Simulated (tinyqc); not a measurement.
Inside a calculation. Model: Berg model of reactive sputtering of a nitride or oxide: poisoning, hysteresis and pumping speed. Computed by tinyqc, a small Python program that keeps every step. Command: `OMP_NUM_THREADS=1 python tinyqc.py 3003791 3003792 out.jsonl berg walk`. One thread of a shared host (Intel(R) Xeon(R) Processor @ 2.30GHz), about 0.06 s of CPU time with the checks. Intermediate numbers are printed to about 7 digits and carried at full precision; extremes and crossings named in words are read from the listed rows.

A diatomic gas reacts with bare metal on the target and on the collecting surfaces; ions remove metal and compound from the target. theta_t and theta_c are the compound fractions.

Inputs (values chosen for the exercise, close to those used for titanium nitride): ion current density J = 7 mA/cm^2; target area A_t = 240 cm^2; collecting area A_c = 5600 cm^2; metal yield Y_m = 0.51; compound yield Y_c = 0.13; sticking coefficient alpha = 0.66; reactive atoms per metal atom z = 1; gas mass M = 28 u; pumping speed S = 41 l/s; gas temperature T = 300 K; reactive partial pressure P = 0.0024 Pa.

Constants: e = 1.602176634e-19 C; u = 1.6605390666e-27 kg; k_B = 1.380649e-23 J/K.

## Steady state at the pressure P

Ion flux j = J/e; gas flux F = P/sqrt(2 pi M k_B T). Target: (2/z) alpha F (1 - theta_t) = j Y_c theta_t. Sputtered flows F_c = j Y_c theta_t A_t, F_m = j Y_m (1 - theta_t) A_t. Collector: (2/z) alpha F (1 - theta_c) A_c + F_c (1 - theta_c) = F_m theta_c. Gas use Q = alpha F [(1 - theta_t) A_t + (1 - theta_c) A_c] + P S/(k_B T); 1 sccm = 4.4780e17 molecules/s. Rate R = F_m + F_c, given relative to j Y_m A_t.

ion flux j = 4.369056e+16 1/(cm^2 s)

gas flux F = 6.899466e+15 1/(cm^2 s)

theta_t = 0.6158959

theta_c = 0.9618870

gas use (sccm): target 0.937423, collector 2.170386, pump 0.053053

total flow Q = 3.160861 sccm

rate relative to clean metal = 0.5410972

The target is partly covered. The film is 96.2 % compound. Caution: here dQ/dP is negative, a branch that flow control cannot hold.

## Critical pumping speed

P is a single-valued function of the flow Q only if dQ/dP > 0 everywhere: S must exceed k_B T times the steepest fall of the surface terms with P.

pressure of the steepest fall = 0.001519003 Pa

critical pumping speed = 787.8522 l/s

S is 0.05 times the critical value: the flow curve is S-shaped and flow control shows hysteresis.

## The hysteresis loop

Turning points solve dQ/dP = 0; a jump keeps Q fixed; the width of the loop is the difference of the two turning flows.

Corners of the loop:
```
point                              P (Pa)  Q (sccm)    theta_t    theta_c  relative rate
edge of the metallic branch  7.975571e-04  3.703970  0.3476225  0.8331624      0.7409871
landing, poisoned            9.560667e-02  3.703970  0.9845859  0.9999595      0.2663870
edge of the poisoned branch  1.572340e-02  2.253684  0.9130808  0.9986159      0.3196653
landing, metallic            1.494169e-04  2.253684  0.0907659  0.4042151      0.9323705
```

width of the loop = 1.450286 sccm

Raising the flow past 3.7 sccm drops the rate from 0.741 to 0.266; the metallic mode returns only below 2.25 sccm. The best film reachable on the metallic branch is 83 % compound, so the region between needs pressure feedback. The pressure P of the inputs lies between the turning points, where dQ/dP is negative and flow control cannot hold it.

## Flow curve at three pumping speeds

The formulas are those given above.

Pressure as the free variable:
```
P (Pa)      theta_t    theta_c  relative rate  Q at S_c/4 (sccm)  Q at S_c (sccm)  Q at 2 S_c (sccm)
0.000076  0.0483226  0.2482786      0.9639949           1.437192         1.461404            1.49369
0.000150  0.0910878  0.4052355      0.9321306           2.271411         2.319197            2.38291
0.000300  0.1669670  0.5971227      0.8755932           3.153772         3.249346            3.37678
0.000530  0.2615008  0.7463272      0.8051563           3.644381         3.813228            4.03836
0.000910  0.3781013  0.8565190      0.7182774           3.770171         4.060078            4.44662
0.001500  0.5005402  0.9241821      0.6270485           3.619589         4.097458            4.73462
0.002400  0.6158959  0.9618870      0.5410972           3.362672         4.127262            5.14672
0.003800  0.7174194  0.9818458      0.4654522           3.132344         4.342945            5.95708
0.006100  0.8029737  0.9920043      0.4017059           3.027228         4.970562            7.56167
0.012000  0.8891021  0.9976907      0.3375318           3.285101         7.108052           12.20532
```

At S_c/4 the flow falls with pressure in 4 of the intervals: as the target poisons, less metal arrives to getter the gas. At 2 S_c it rises throughout. Coverages and rate depend on P alone, not on S. The collector converts before the target (theta_c = 0.86 at theta_t = 0.38), since the metal is spread over a larger area and no ions clean it. The rate tends to Y_c/Y_m = 0.255.

Checks made by the program: gas taken up by surfaces against gas bound in the growing film (relative difference below 1e-10).
